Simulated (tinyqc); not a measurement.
Inside a calculation. Method: lattice vibrations of a chain. One step of it, computed by the program tinyqc.

Problem. Dynamical matrix at q = 0.49. q is in units of 2 pi/a. A spring k from atom i to atom j, n cells on, adds k to Phi_ii and Phi_jj, -k exp(2 pi i q n) to Phi_ij and the conjugate to Phi_ji (for one atom a cell: 2k (1 - cos 2 pi q n)); D_ij = Phi_ij / sqrt(m_i m_j).

A chain moving along its axis:

| atom | mass (u) | spring to the next atom (eV/angstrom^2) |
|---|---|---|
| 1 | 17.400000 | 15.000000 |
| 2 | 99.000000 | 2.700000 |
| 3 | 38.600000 | 4.700000 |
| 4 | 83.600000 | 13.400000 |

Give: D(q).

Solution.

D(q) (eV/(angstrom^2 u)), lower triangle (Hermitian):
```
              1       2       3      4
1         1.632
2        -0.361   0.179
3         0.000  -0.044   0.192
4  0.351-0.022i   0.000  -0.083  0.217
```
